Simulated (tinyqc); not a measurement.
When the band splits: coherent potential approximation for a binary alloy with a semi-elliptic band.

Site levels eA = -x d (share 1 - x) and eB = (1 - x) d (share x), so that their mean, the virtual crystal, is 0. Pure band: G0(z) = 2 (z - sqrt(z - W) sqrt(z + W))/W^2 with principal roots, density -Im G/pi per site. The medium has a self-energy S(z), G = G0(z - S), z = E + i eta. t_i = (e_i - S)/(1 - (e_i - S) G); the CPA demands <t> = (1 - x) tA + x tB = 0. Iteration: start at S = 0, set S(new) = S + <t>/(1 + <t> G), stop when |<t>| < 1e-9 eV.

Values chosen for the exercise: W = 1 eV (half width of the pure band); x = 0.18 (fraction of B); eta = 0.02 eV (broadening).

x as given, d varied, eta as given. The density is taken at E = (eA + eB)/2 and at E = eA + eB = (1 - 2x) d, where S has its pole for well split bands; a gap shows as a density of the size of the broadening tail.

Between the two levels:
```
d/W  d (eV)  density at the midpoint (1/eV)  density at (1 - 2x) d (1/eV)  Im S at the midpoint (eV)
0.2    0.20                          0.6156                        0.6115                     -0.011
0.4    0.40                          0.5918                        0.5722                     -0.042
0.6    0.60                          0.5564                        0.5002                     -0.081
0.8    0.80                          0.5137                        0.3777                     -0.114
1.0    1.00                          0.4642                        0.1205                     -0.133
1.2    1.20                          0.4045                        0.0659                     -0.136
1.5    1.50                          0.2773                        0.0485                     -0.111
2.0    2.00                          0.0152                        0.0182                     -0.025
```

How do the results move, and what explains it?

The midpoint density falls from 0.616 to 0.0152 1/eV; it first drops below a tenth of the pure peak (0.064) at d/W = 2. At (1 - 2x) d the density drops below that mark at d/W = 1.5, so the bands have parted by then (this mark lags the true splitting), and is least, 0.0182, at d/W = 2. For x = 1/2 the two coincide and the band splits at d = W exactly; here x = 0.18. The size of Im Sigma at the midpoint is largest at d/W = 1.2. It is a lifetime only where the density there is finite; for well separated bands, d/W above 1/(2 sqrt(x (1 - x))), S has a pole in the gap at (1 - 2x) d.

Computed by tinyqc, a small Python program: `OMP_NUM_THREADS=1 python tinyqc.py 1451103 1451104 out.jsonl` (the numbers bound the seed that draws the inputs); one thread of a shared host (Intel(R) Xeon(R) Processor @ 2.30GHz), about 0.01 s for the whole set of steps.
